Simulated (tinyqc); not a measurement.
Tuning the Rashba term through the balance point: two-dimensional electron gas with Rashba and Dresselhaus coupling.

H = c k^2/m + al (ky sx - kx sy) + b1 (kx sx - ky sy) + gam kx ky (kx sy - ky sx), s the Pauli matrices, x = [100], c = hbar^2/2m0, b1 = gam (pi/L)^2 (hard walls). H = c k^2/m + B.s, so E = c k^2/m -/+ |B| and the lower state has its spin along -B.

Constants: hbar^2/2m0 = 3.80998211 eV angstrom^2.

Inputs chosen for the exercise (of the size met in InAs; not measured data): m = 0.0241 m0 (mass); gam = 25.2 eV angstrom^3 (bulk Dresselhaus constant); L = 85 angstrom (width of the (001) well); n = 6.9 1e11/cm^2 (sheet density (one subband filled)).

al = f (b1 - b3) at k0 = sqrt(2 pi n), b3 = gam k0^2/4. Helix wavelength along [110]: 2 pi c/(m |al + b1 - b3|). Dyakonov-Perel rates are proportional to the mean squares of the first harmonics: for spin along z, al^2 + (b1 - b3)^2; for the most protected in-plane spin, (al - (b1 - b3))^2/2 (third harmonic left out); both are given over (b1 - b3)^2.

Against f:
```
f     al (meV angstrom)  wavelength (micron)  rate, z  rate, in plane
0.00              0.000                3.134    1.000          0.5000
0.25              7.923                2.507    1.062          0.2812
0.50             15.846                2.089    1.250          0.1250
0.75             23.770                1.791    1.562          0.0312
0.90             28.524                1.650    1.810          0.0050
1.00             31.693                1.567    2.000          0.0000
1.25             39.616                1.393    2.562          0.0312
2.00             63.386                1.045    5.000          0.5000
```

At f = 1, al = 31.69 meV angstrom, the first harmonic points along one axis for all k and the listed in-plane rate vanishes; the helix would have wavelength 1.57 micron. The third harmonic, b3/(b1 - b3) = 0.09, is small and sets its lifetime. The uniform z spin still relaxes there, twice as fast as at f = 0.

Computed by tinyqc, a small Python program: `OMP_NUM_THREADS=1 python tinyqc.py 1482890 1482891 out.jsonl` (the numbers bound the seed that draws the inputs); one thread of a shared host (Intel(R) Xeon(R) Processor @ 2.30GHz), about 0.01 s for the whole set of steps.
